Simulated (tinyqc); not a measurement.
# Segment and feed resistance from two drops

Question. A rail is fed at one end through Rq; K loads of Ij follow, each after a segment Rs. The drop at load j is K Ij Rq + Rs Ij sum_(l=1..j) (K - l + 1). Find Rs, Rq and the worst drop, at the middle, if the rail were fed through Rq at both ends: K Ij Rq/2 + Rs Ij K^2/8 with the load taken as continuous.

Inputs (values chosen for the exercise): number of equal loads K = 14; current of each load Ij = 0.71 mA.

drops at the first and at the last load (mV): 5.9242400  10.834600

Answer. The difference of the two drops is Rs Ij K (K - 1)/2, which gives Rs; the first drop then gives Rq.

Rs = 0.0760 ohm
Rq = 0.520 ohm
drop at the middle with two feeds = 3.91 mV

Computed by the program tinyqc: `OMP_NUM_THREADS=1 python tinyqc.py 2770173 2770174 out.jsonl`, one thread of a shared Intel Xeon 2.30GHz, about 0.07 s for the whole run.
